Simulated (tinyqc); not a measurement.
# Heisenberg magnet: exchange from energy differences, ordering vector, linear spin waves and ordering temperature, step by step

A worked calculation. Computed by tinyqc, a small Python program that keeps every step. Command: `OMP_NUM_THREADS=1 python tinyqc.py 3023574 3023575 out.jsonl magnon walk`. One thread of a shared host (Intel(R) Xeon(R) Processor @ 2.30GHz), about 0.06 s of CPU time with the checks. Intermediate numbers are printed to about 6 digits and carried at full precision; extremes and crossings named in words are read from the listed rows.

H = -sum over pairs <ij> J_ij S_i.S_j - K sum_i (S_i^z)^2, each pair once, J > 0 ferromagnetic. First neighbours: 6 at a (1, 0, 0), second: 12 at a (1, 1, 0), with all permutations and signs.

Inputs (values chosen for the exercise, for a model magnet):
```
quantity                 value      unit
exchange J1              -6.69       meV
exchange J2                2.4       meV
spin S                       2         -
single-ion anisotropy K   0.17       meV
lattice constant a         3.4  angstrom
mesh divisions n            16         -
temperature T              320         K
```

Lattice: simple cubic. Order: Neel (nearest neighbours antiparallel).

wave vector q (2 pi/a): 0.37  0.2  0.37

Constants: h x 1 THz = 4.135667696 meV; k_B = 8.617333262e-05 eV/K.

## Energies of ordered states

J(q) = J1 g1(q) + J2 g2(q), g_s(q) = sum over shell s of cos(q.R). A classical spiral or collinear state of wave vector Q has the exchange energy -(S^2/2) J(Q) per site.

States, Q in 2 pi/a:
```
Q                  g1  g2  energy (meV/site)
G (0, 0, 0)         6  12              22.68
X (0.5, 0, 0)       2  -4              45.96
M (0.5, 0.5, 0)    -2  -4              -7.56
R (0.5, 0.5, 0.5)  -6  12            -137.88
```

The lowest of these is R (0.5, 0.5, 0.5), 130.320 meV per site below M (0.5, 0.5, 0).

## Back from energy differences to J1 and J2

Subtract the first row of the table from the second and third: dE = -(S^2/2)(dg1 J1 + dg2 J2), two equations for two unknowns, as in mapping total energies onto a spin model.

coefficients:
```
   J1  J2
1   8  32
2  16  32
```

energy differences (meV/site): 23.28  -30.24

J1, J2 (meV): -6.69  2.40

## Magnon energy at q

g_s(q) = sum over shell s of cos(q.R), z1 = g1(0). A(q) = S [-J1 g1(0) + J2 (g2(0) - g2(q))] + (2S - 1) K, B(q) = S J1 g1(q), E(q) = sqrt(A^2 - B^2). The factor 2S - 1 removes the anisotropy for S = 1/2.

g1(q) = -2.12015

g2(q) = 0.182125

E(q) = 134.558 meV

frequency = 32.5360 THz

## Long waves and the gap

sum R_x^2 over the shells is s1 = 2 a^2 and s2 = 8 a^2. Without K, E = c q with c = S sqrt(z1 |J1| (|J1| s1 + J2 s2)); the gap is E(0) = sqrt(k (k + 2 S z1 |J1|)), k = (2S - 1) K.

spin-wave velocity c = 245.908 meV angstrom

gap = 9.06343 meV

Exchange enhances the gap to 17.8 times (2S - 1) K, the geometric mean of anisotropy and exchange.

## Dispersion

The formulas are those given above.

Energies (meV); X = (0.5, 0, 0), M = (0.5, 0.5, 0) in 2 pi/a:
```
line  fraction of the way     E(q)  sqrt(gap^2 + c^2 q^2)
G-X                  0.10   24.453                 24.463
G-X                  0.25   56.771                 57.523
G-X                  0.50  106.498                113.970
G-X                  0.75  142.194                170.655
G-X                  1.00  155.301                227.399
G-M                  0.10   33.310                 33.387
G-M                  0.25   78.463                 80.844
G-M                  0.50  135.778                160.923
G-M                  0.75  155.548                241.172
G-M                  1.00  155.301                321.464
```

At the end of the G-X rows the long-wave form is 1.46 times the true energy. At the end of the G-M rows the long-wave form is 2.07 times the true energy. It holds to 5 % in 4 of the ten rows; nearer the zone boundary the cosine flattens the band.

## Loss of moment

Mesh: q = sum_i (m_i + 1/2)/n b_i, m_i = 0..n-1, b = [[1, 0, 0], [0, 1, 0], [0, 0, 1]] in 2 pi/a; <..> is the mean over the mesh. n = 1/(exp(E/(k_B T)) - 1); zero-point loss <A/(2E) - 1/2>, thermal loss <(A/E) n>; moment = S less the losses.

zero-point loss = 0.0317004

thermal loss = 0.0263376

moment <S^z> = 1.94196

Zero-point motion removes 1.6 % of S. The thermal loss is 1.32 % of S. Caution: doubling the mesh changes the thermal sum by more than 3 %, so it is not fully converged.

## Ordering temperature

K left out. Mean field: k_B T = S (S + 1) J(Q)/3 at the ordering vector Q; random-phase (Tyablikov): k_B T = [S (S + 1)/3] / <1/(J(Q) - J(q))>; Curie-Weiss theta = S (S + 1) J(0)/(3 k_B).

mean-field ordering temperature = 1600.03 K

random-phase ordering temperature = 1272.51 K

Curie-Weiss temperature = -263.190 K

The random-phase value is 0.80 of mean field, since it weights the soft long waves (a harmonic mean of J(Q) - J(q) in place of the arithmetic one); on this mesh it lies slightly high. |theta|/T(mean field) = 0.16: below 1, as the ferromagnetic J2 helps the order.

Checks made by the program: the long-wave formula against the dispersion (relative difference 9e-07).
